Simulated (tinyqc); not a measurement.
## Schottky emission and Poole-Frenkel conduction in an insulator, and how to tell them apart: effect of temperature

Schottky emission (electrode-limited): J = As T^2 exp[-(pb - b sqrt(F))/Vt], b = sqrt(q/(4 pi eps0 ei)). Poole-Frenkel emission (bulk-limited): J = s0 F exp[-(pt - 2 b sqrt(F))/Vt]. F in V/cm.

Both formulas at the same field.

Inputs (values chosen for the exercise); dielectric values close to those of aluminium oxide: high-frequency relative permittivity ei = 3.08; trap depth pt = 0.91 eV; Poole-Frenkel prefactor s0 = 0.5 S/cm; electrode barrier pb = 1.09 eV; Richardson constant As = 70 A/(cm^2 K^2); field F = 2.1 MV/cm.

Constants: q = 1.602176634e-19 C, kB = 1.380649e-23 J/K, Vt = kB T/q, eps0 = 8.8541878128e-14 F/cm where lengths are in cm. Results are converted to the units shown.

Result of one run:
```
J, Schottky (A/cm^2)	J, Poole-Frenkel (A/cm^2)	ratio
0.09079	1035	8.769e-5
```

Which temperature T gave this result: 225, 380, 420 or 475 K?

T = 475 K.

The whole series:
```
T (K)	J, Schottky (A/cm^2)	J, Poole-Frenkel (A/cm^2)	ratio
225	1.422e-11	0.4731	3.006e-11
260	4.172e-9	3.382	1.234e-9
300	5.649e-7	18.26	3.094e-8
340	2.487e-5	66.29	3.752e-7
380	5.059e-4	183.5	2.758e-6
420	0.005916	418.2	1.415e-5
475	0.09079	1035	8.769e-5
```

The Schottky current grows by 9.81 decades and the Poole-Frenkel current by 3.34, as their lowered barriers are 0.777 and 0.283 eV. A tunnelling current would hardly change over this range. For T = 225, 260, 300, 340, 380 a Fowler-Nordheim estimate for tunnelling through pb with a mass of 0.4 m0 exceeds the Schottky current, so tunnelling, left out here, would compete.

Computed by the program tinyqc: `OMP_NUM_THREADS=1 python tinyqc.py 2370097 2370098 out.jsonl`, one thread of a shared Intel Xeon 2.30GHz, about 0.01 s for the whole run.
